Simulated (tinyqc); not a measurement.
# n-type polysilicon, carrier trapping at grain boundaries: two studies

One-dimensional grains of size Lg, uniform ionised doping N, monovalent traps Qt at each boundary at a depth Et below (for electrons) or above (for holes) the band edge there, abrupt depletion of width W on each side of a boundary, Boltzmann statistics. xi is the distance from the band edge at the grain centre to the Fermi level. Trapped charge Qt/(1 + exp((xi + VB - Et)/Vt)) = 2 N W, barrier VB = q N W^2/(2 eps0 eps_r).

Parameters, values chosen for the exercise; values of the order met in polycrystalline silicon: temperature T = 350 K; relative permittivity eps_r = 11.7; conduction-band density of states at T NB = 3.53e19 cm^-3; grain size Lg = 55 nm; trap density of a grain boundary Qt = 1.2e12 cm^-2; depth of the trap level from the majority band edge at the boundary Et = 0.32 eV; mass for thermionic emission ms = 0.6 m0; correction factor of the emission rate fe = 1; mobility inside the grains mug = 100 cm^2/(V s); doping N = 5e16 cm^-3.

Constants: q = 1.602176634e-19 C, kB = 1.380649e-23 J/K, m0 = 9.1093837015e-31 kg, Vt = kB T/q, eps0 = 8.8541878128e-14 F/cm where lengths are in cm. Results are converted to the units shown.

Each table varies one quantity; the others keep the values above.

## Effect of the doping

If the trap equation with xi = Vt ln(NB/N) has a root W < Lg/2, the grain is partly depleted; otherwise W = Lg/2 and the trap equation gives xi = Et - VB + Vt ln(Qt/(N Lg) - 1). N* = Qt/Lg. n0 = NB exp(-xi/Vt); mean density n0 (1 - 2 W/Lg) by charge balance in a partly depleted grain, and n0 (sqrt(pi)/2) erf(u)/u with u = sqrt(VB/Vt) in a fully depleted one; v = sqrt(kB T/(2 pi ms m0)); barrier resistivity Vt exp(VB/Vt)/(q fe n0 v Lg); grain resistivity (1 - 2 W/Lg)/(q n0 mug); effective mobility 1/(q mean density total resistivity). Rows with xi above 0.45 V, towards mid-gap, are left out, since the other carrier type is ignored.

Result of one run:
```
N (cm^-3)	N/N*	depleted share 2 W/Lg	VB (V)	xi (V)	mean density (cm^-3)	resistivity (ohm cm)	effective mobility (cm^2/(V s))
2.3e16	0.1054	1.000	0.01345	0.3710	1.394e14	88.91	503.8
```

What becomes of these results when the doping N is changed from 2.3e16 to 2e18 cm^-3, all else the same?

Result of the changed run:
```
N (cm^-3)	N/N*	depleted share 2 W/Lg	VB (V)	xi (V)	mean density (cm^-3)	resistivity (ohm cm)	effective mobility (cm^2/(V s))
2e18	9.167	0.1090	0.01390	0.08658	1.782e18	0.03504	99.96
```

The whole series:
```
N (cm^-3)	N/N*	depleted share 2 W/Lg	VB (V)	xi (V)	mean density (cm^-3)	resistivity (ohm cm)	effective mobility (cm^2/(V s))
1.1e16	0.05042	1.000	0.006433	0.4021	5.341e13	197.3	592.2
2.3e16	0.1054	1.000	0.01345	0.3710	1.394e14	88.91	503.8
4.8e16	0.2200	1.000	0.02807	0.3301	4.736e14	37.14	354.8
1e17	0.4583	1.000	0.05848	0.2666	3.101e15	12.38	162.6
2.1e17	0.9625	0.9196	0.1039	0.1546	1.688e16	1.384	267.2
4.5e17	2.062	0.4781	0.06014	0.1316	2.349e17	0.2213	120.1
9.4e17	4.308	0.2315	0.02947	0.1094	7.224e17	0.07681	112.5
2e18	9.167	0.1090	0.01390	0.08658	1.782e18	0.03504	99.96
4.2e18	19.25	0.05193	0.006625	0.06421	3.982e18	0.01680	93.33
8.7e18	39.88	0.02508	0.003199	0.04224	8.482e18	0.008160	90.18
```

As N goes from 1.1e16 to 8.7e18, VB goes from 0.00643 through a maximum of 0.104 (at N = 2.1e17 among the rows listed) to 0.00320 V, the resistivity falls from 197 to 0.00816 ohm cm and the effective mobility moves up and down between 90.2 and 592 cm^2/(V s). The steepest fall of the resistivity among the rows, as N^(-3.0), lies between N = 1e17 and 2.1e17 cm^-3; N* = 2.18e17 cm^-3. While the grain is fully depleted VB grows as N; once the traps are full it falls as 1/N. For N = 4.2e18, 8.7e18 xi is under 2.5 Vt, where Boltzmann statistics begin to fail. For N = 1.1e16, 2.3e16, 4.8e16, 9.4e17, 2e18, 4.2e18, 8.7e18 VB is below Vt, where abrupt depletion and thermionic emission are rough. For N = 2.1e17 the grain is near the changeover between partial and full depletion, within a few Debye lengths, where both limits are rough. For N = 1.1e16, 2.3e16, 4.8e16, 1e17, 2.1e17, 4.5e17, 9.4e17 the effective mobility exceeds mug, since drift through the depleted part of the grain is left out.

## Effect of the trap density of a grain boundary

Same model as above.

N* = Qt/Lg.

Effect of the trap density of a grain boundary:
```
Qt (cm^-2)	N/N*	depleted share 2 W/Lg	VB (V)	xi (V)	mean density (cm^-3)	resistivity (ohm cm)	effective mobility (cm^2/(V s))
2e11	1.3750	0.70726	0.014627	0.19784	1.4637e16	0.66180	644.34
3.4e11	0.80882	1.0000	0.029240	0.24726	7.3119e15	2.4763	344.71
5.7e11	0.48246	1.0000	0.029240	0.29288	1.6111e15	11.239	344.71
9.7e11	0.28351	1.0000	0.029240	0.31872	6.8385e14	26.477	344.71
1.6e12	0.17188	1.0000	0.029240	0.33818	3.5870e14	50.479	344.71
2.8e12	0.098214	1.0000	0.029240	0.35763	1.8823e14	96.195	344.71
4.7e12	0.058511	1.0000	0.029240	0.37455	1.0741e14	168.58	344.71
8e12	0.034375	1.0000	0.029240	0.39136	6.1524e13	294.30	344.71
```

As Qt goes from 2e11 to 8e12, VB rises from 0.0146 to 0.0292 V, the resistivity rises from 0.662 to 294 ohm cm and the effective mobility falls from 644 to 345 cm^2/(V s). In every row VB is below Vt, where abrupt depletion and thermionic emission are rough. For Qt = 2e11, 3.4e11 the grain is near the changeover between partial and full depletion, within a few Debye lengths, where both limits are rough. In every row the effective mobility exceeds mug, since drift through the depleted part of the grain is left out.

Program tinyqc, `OMP_NUM_THREADS=1 python tinyqc.py 2830227 2830228 out.jsonl`; Intel Xeon 2.30GHz, shared host, one thread, about 0.01 s.
